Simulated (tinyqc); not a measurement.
Shallow acceptor in the spherical model (Baldereschi-Lipari), strong spin-orbit limit: one step, computed by the program tinyqc. Command: `OMP_NUM_THREADS=1 python tinyqc.py 3023758 3023759 out.jsonl acceptor walk`. One thread of a shared host (Intel(R) Xeon(R) Processor @ 2.30GHz), about 0.01 s of CPU time with the checks.

The 1S(3/2) state has an s envelope f(r) and a d envelope g(r). In effective units they obey -(f'' + 2f'/r + 2f/r) + mu (g'' + 5g'/r + 3g/r^2) = E f and -(g'' + 2g'/r - 6g/r^2 + 2g/r) + mu (f'' - f'/r) = E g. The cubic term, the split-off band and the central cell are left out.

Problem. Effective units and couplings. Ry* = Ry/(gamma_1 eps^2), a* = a_0 eps gamma_1, mu = (6 gamma_3 + 4 gamma_2)/(5 gamma_1), delta = (gamma_3 - gamma_2)/gamma_1; spherical masses 1/(gamma_1 (1 - mu)) (heavy) and 1/(gamma_1 (1 + mu)) (light).

Inputs (values chosen for the exercise, modelled on germanium): Luttinger gamma_1 = 13.3; Luttinger gamma_2 = 4.13; Luttinger gamma_3 = 5.67; dielectric constant eps = 15.7.

Constants: Ry = 13.605693123 eV; a_0 = 0.529177210903 angstrom.

Give: Ry*; a*; mu; delta; heavy-hole mass; light-hole mass.

Solution.

Ry* = 4.150 meV

a* = 110.5 angstrom

mu = 0.76

delta = 0.1158

heavy-hole mass = 0.3133 m_0

light-hole mass = 0.04272 m_0
